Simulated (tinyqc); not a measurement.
Comparisons within one model: Kronig-Penney superlattice by transfer matrices. A value that a table varies takes the place of the one given here.

Wells (width a, potential 0, mass mw) alternate with barriers (width b, height V0, mass mb); period d = a + b; c = hbar^2/2m0. The vector (psi, psi'/m) is continuous, and a layer of thickness t carries it by M = [[cos kt, (m/k) sin kt], [-(k/m) sin kt, cos kt]] with k = sqrt(m (E - V)/c); for E < V, k = i kappa gives [[cosh, (m/kappa) sinh], [(kappa/m) sinh, cosh]] of kappa t. A Bloch state obeys cos(q d) = tr(Mb Mw)/2.

Constants: hbar^2/2m0 = 3.80998211 eV angstrom^2.

Parameters, chosen for this exercise (near those of a non-polar GaN superlattice with barriers of AlN; shifted at random, so the results belong to these values and not to a real crystal): a = 12 angstrom (well width); V0 = 1.896 eV (barrier height); mw = 0.195 m0 (mass in the wells); mb = 0.312 m0 (mass in the barriers); bs = (3, 4.5, 6, 7.8, 9.6, 12, 15) angstrom (barrier widths); b = 6 angstrom (barrier width).

## Barrier width

First miniband against b. m_z = -2 c f'/d^2 with f = tr M/2 at the bottom of the band. E1 is the level of the single well, kappa1 its decay constant in the barrier.

First miniband:
```
b (angstrom)  bottom (eV)  top (eV)  W (meV)   ln W  m_z (m0)
3.0                0.2960    0.7320    436.0  6.078     0.251
4.5                0.3651    0.6206    255.5  5.543     0.307
6.0                0.4081    0.5595    151.4  5.020     0.392
7.8                0.4389    0.5202    81.38  4.399     0.552
9.6                0.4561    0.5000    43.93  3.783     0.813
12.0               0.4678    0.4872    19.36  2.963      1.43
15.0               0.4739    0.4808    6.961  1.940      3.06
```

E1 = 0.4773 eV
kappa1 = 0.3408 1/angstrom

W falls from 436.0 to 6.96 meV, and both edges close in on E1. The slope of ln W is -0.3563 per angstrom over the first two rows and -0.3410 over the last two, against -kappa1 = -0.3408: the width follows one power of the tunnelling amplitude once the wells couple weakly. m_z grows by a factor 12.2. Layers under about 10 angstrom are at the limit of envelope theory.

## From one barrier to a miniband

Transmission through N barriers separated by wells, between leads of the well material: T = 4/[(M11 + M22)^2 + (u M12 - M21/u)^2] with u = k/mw and M the product over all layers; twelve evenly spaced energies around the first miniband.

Transmission:
```
E (eV)    tr M/2 of a period   N = 1    N = 2     N = 4     N = 8
0.339993               2.256  0.0417  0.00213  6.34e-06  5.64e-11
0.367514               1.719  0.0452  0.00399  4.15e-05  4.66e-09
0.395035               1.222  0.0487  0.00849  0.000542  2.84e-06
0.422556               0.764  0.0522   0.0230     0.172    0.0552
0.450077               0.343  0.0557    0.111    0.0509     0.322
0.477598              -0.043  0.0593    0.897     0.687     0.361
0.505119              -0.395  0.0629   0.0971    0.0538     0.830
0.532640              -0.716  0.0665   0.0336     0.931     0.772
0.560161              -1.007  0.0702   0.0183   0.00438  0.000889
0.587682              -1.269  0.0739   0.0122  0.000626  1.98e-06
0.615203              -1.505  0.0776  0.00920  0.000186  8.14e-08
0.642724              -1.715  0.0813  0.00747  7.89e-05  9.05e-09
```

5 of the energies lie in the miniband (|tr M/2| <= 1); there T for N = 8 runs between 0.0552 and 0.83. In the gaps it falls with N: at E = 0.6427 eV from 7.89e-05 (N = 4) to 9.05e-09 (N = 8), a slope of ln T of -2.27 a period, against -2 arccosh|tr M/2| = -2.27.

## What each parameter does

Bottom and width of the first miniband, the gap above it, and m_z = -2 c f'/d^2 with f = tr M/2. Each row changes one parameter from the base and keeps the others.

Results:
```
case             bottom (eV)  width (meV)  gap (meV)  m_z (m0)
base                  0.4081        151.4     1041.4    0.3921
a = 14 angstrom       0.3421        112.7      900.0    0.4166
b = 5 angstrom        0.3817        214.4      982.6    0.3315
V0 = 2.18 eV          0.4433        131.1     1147.4    0.4371
mw = 0.2145 m0        0.3985        141.0      991.3    0.4194
mb = 0.3588 m0        0.3992        126.0     1074.3    0.4564
```

The largest shifts from the base row, up to three for each result and ties (the steps differ in size, so this ranks the rows, not the parameters). bottom (eV): a -0.0660, V0 +0.0352, b -0.0264. width (meV): b +63.0, a -38.7, mb -25.3. gap (meV): a -141.4, V0 +106.0, b -58.8. m_z (m0): mb +0.0643, b -0.0605, V0 +0.0450.

Computed by tinyqc, a small Python program: `OMP_NUM_THREADS=1 python tinyqc.py 1280704 1280705 out.jsonl` (the numbers bound the seed that draws the inputs); one thread of a shared host (Intel(R) Xeon(R) Processor @ 2.30GHz), about 0.08 s for the whole set of steps.
